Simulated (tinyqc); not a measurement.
Inside a calculation. Model: punch-through p+-n junction, ionisation integral and breakdown.

Program tinyqc, `OMP_NUM_THREADS=1 python tinyqc.py 2120011 2120012 out.jsonl`; Intel Xeon 2.30GHz, shared host, one thread, about 0.06 s. Printed values are rounded.

A p+ layer at x < 0 and an n drift layer from x = 0 to L on an n+ substrate. Depletion approximation, built-in voltage neglected. Local ionisation coefficients alpha_n = an exp(-(bn/E)^mx), alpha_p = ap exp(-(bp/E)^mx). Electrons move towards +x, holes towards x = 0.

Parameters, values chosen for the exercise; material values close to those of indium phosphide:
- eps_r = 12.6 (relative permittivity)
- an = 1.08e7 1/cm (prefactor of the electron ionisation coefficient)
- bn = 3.28e6 V/cm (field constant for electrons)
- ap = 4.88e6 1/cm (prefactor of the hole ionisation coefficient)
- bp = 2.47e6 V/cm (field constant for holes)
- mx = 1 (exponent)
- N = 1.6e16 cm^-3 (donor density of the drift layer)
- L = 0.84 um (thickness of the drift layer)
- V = 23.5 V (reverse voltage)
- fr = 1 (share of the depleted width that the grid covers)

Constants: q = 1.602176634e-19 C, eps0 = 8.8541878128e-14 F/cm where lengths are in cm. Results are converted to the units shown.

## Field and ionisation coefficients on a grid

W = sqrt(2 eps0 eps_r V/(q N)), peak field E0 = q N W/(eps0 eps_r), falling linearly to 0 at W; if W > L the layer is punched through: W = L, E0 = V/L + q N L/(2 eps0 eps_r), falling linearly to E1 = V/L - q N L/(2 eps0 eps_r). Grid: 13 equal steps from 0 to fr W.

W = 0.84 um

```
point     x (um)  E (kV/cm)  alpha_n (1/cm)  alpha_p (1/cm)
0      0.0000000   376.2693        1768.514        6878.856
1      0.0646154   361.4220        1236.193        5252.917
2      0.1292308   346.5747        837.9908        3919.678
3      0.1938462   331.7274        548.6277        2849.170
4      0.2584615   316.8801        345.2052        2010.040
5      0.3230769   302.0328        207.5371        1370.234
6      0.3876923   287.1855        118.3764        897.7974
7      0.4523077   272.3383        63.51087        561.7475
8      0.5169231   257.4910        31.71362        332.9814
9      0.5815385   242.6437        14.54567        185.1415
10     0.6461538   227.7964        6.026910        95.35819
11     0.7107692   212.9491        2.208507        44.77461
12     0.7753846   198.1018       0.6962240        18.77115
13     0.8400000   183.2546       0.1820373        6.835549
```

## Ionisation integrals by the trapezoid rule

G(x) = integral from 0 to x of (alpha_n - alpha_p); I_n = integral of alpha_n exp(-G) (electrons injected at x = 0), I_p = integral of alpha_p exp(G(end) - G) (holes injected at the far edge); M = 1/(1 - I). All integrals by the trapezoid rule on the grid.

```
point           G  alpha_n exp(-G) (1/cm)
0       0.0000000                1768.514
1      -0.0294874                1273.188
2      -0.0524208                 883.091
3      -0.0698095                 588.296
4      -0.0826207                 374.938
5      -0.0917558                 227.481
6      -0.0980304                 130.569
7      -0.1021582                  70.342
8      -0.1047412                  35.216
9      -0.1062657                  16.176
10     -0.1071054                   6.708
11     -0.1075316                   2.459
12     -0.1077275                   0.775
13     -0.1078074                   0.203
```

I_n = 0.02903555
I_p = 0.1281434
M_n = 1.029904
M_p = 1.146978

A grid of 1500 steps over the whole width gives I_n = 0.02873 and I_p = 0.1274; the coarse I_n is 1.0 % above and the coarse I_p 0.54 % above those values. Holes multiply more: on this coarse grid M - 1 is 4.92 times as large for them.

## Breakdown voltage by secant steps

G(x) = integral from 0 to x of (alpha_n - alpha_p); I_n = integral of alpha_n exp(-G) (electrons injected at x = 0), I_p = integral of alpha_p exp(G(end) - G) (holes injected at the far edge); M = 1/(1 - I). Secant steps on ln I_n(V) = 0 with the integrals on a fine grid (1500 steps), from the points V = 29.1 and 33.6 V; stop when the step is below 1e-7 of V.

Course of the iteration:
```
step     V (V)        I_n  change of V (V)
1         33.6  0.5076637             2.63
2     36.23267  0.9490071            0.220
3     36.45293  0.9987188          5.53e-3
4     36.45846  0.9999977          9.88e-6
5     36.45847   1.000000         4.30e-10
```

Breakdown at 36.458 V, with a peak field of 530.5 kV/cm and W = 0.8400 um. The integral for holes reaches 1 at the same voltage.
